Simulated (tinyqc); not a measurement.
Which roughness does what: X-ray reflectivity of a thin film on silicon: critical angles, Parratt recursion, fringes and roughness. Computed by tinyqc, a small Python program. Command: `OMP_NUM_THREADS=1 python tinyqc.py 3120901 3120902 out.jsonl xrr walk`. One thread of a shared host (Intel(R) Xeon(R) Processor @ 2.30GHz), about 0.01 s of CPU time with the checks.

n = 1 - delta + i beta; the classical electron radius is r_e = 2.8179403e-6 nm. Layer 0 is vacuum, 1 the film, 2 the substrate.

Inputs (values chosen for the exercise, modelled on TiN on silicon, copper K-alpha radiation):
```
quantity,value,unit
wavelength lambda,0.15406,nm
film density rho,5.13,g/cm^3
"effective electrons per unit mass, film",0.47,mol/g
"beta/delta, film",0.079,-
film thickness d,50.3,nm
roughness of the surface sigma_1,0.84,nm
roughness of the interface sigma_2,0.63,nm
substrate density,2.33,g/cm^3
"effective electrons per unit mass, substrate",0.507,mol/g
"beta/delta, substrate",0.023,-
grazing angle theta,1.18,degrees
```

Constants: N_A = 6.02214076e+23 1/mol.

Method:
- delta = r_e lambda^2 rho_e/(2 pi), rho_e = density x electrons per mass x N_A; critical angle sqrt(2 delta), q_c = 4 sqrt(pi r_e rho_e).
- k_j = (2 pi/lambda) sqrt(sin^2 theta - 2 delta_j + 2 i beta_j); r_ij = (k_i - k_j)/(k_i + k_j) x exp(-2 k_i k_j sigma^2) (Nevot-Croce); r = (r_01 + r_12 p)/(1 + r_01 r_12 p), p = exp(2 i k_1 d); R = |r|^2.
- Far above the critical angle the period is d theta = lambda/(2 d), or 2 pi/d in q; the envelope runs between (|r_01| - |r_12 p|)^2 and (|r_01| + |r_12 p|)^2; contrast = 2 a b/(a^2 + b^2) with a = |r_01|, b = |r_12 p|; roughness factors on the amplitudes are about exp(-q^2 sigma^2/2).
- R is averaged over one period above each angle (64 points); contrast = (max - min)/(max + min) of R theta^4 over that period. Cases: smooth; only sigma_1; only sigma_2; both.

period in theta = 0.0877434 degrees

Constants:
```
layer,rho_e (1/nm^3),delta,beta,critical angle (degrees),q_c (1/nm)
film,1452.00,1.54560e-05,1.22103e-06,0.318557,0.453507
substrate,711.40,7.57263e-06,1.74170e-07,0.222977,0.317437
```

Mean R and contrast:
```
theta (degrees),R smooth,contrast,"R, sigma_1","contrast, sigma_1","R, sigma_2","contrast, sigma_2","R, both","contrast, both"
0.8,1.8128e-03,0.65196,8.6873e-04,8.8837e-01,1.7140e-03,0.53354,7.7489e-04,0.77843
1.2,3.4592e-04,0.70510,8.7437e-05,9.7554e-01,3.1104e-04,0.43092,5.2384e-05,0.93748
1.8,7.0230e-05,0.73934,1.2008e-05,3.8535e-01,5.9258e-05,0.22694,1.3598e-06,0.96940
2.5,1.9390e-05,0.75901,3.3408e-06,4.2723e-02,1.5838e-05,0.07038,2.2492e-08,0.59124
3.5,5.0366e-06,0.77360,9.3267e-07,1.7679e-03,4.1541e-06,0.00615,4.1574e-11,0.23939
```

What does the comparison show, and why?

At 2.5 degrees sigma_1 alone multiplies the mean R by 0.17 and sigma_2 alone by 0.82; the contrast goes from 0.76 (smooth) to 0.04 and 0.07.
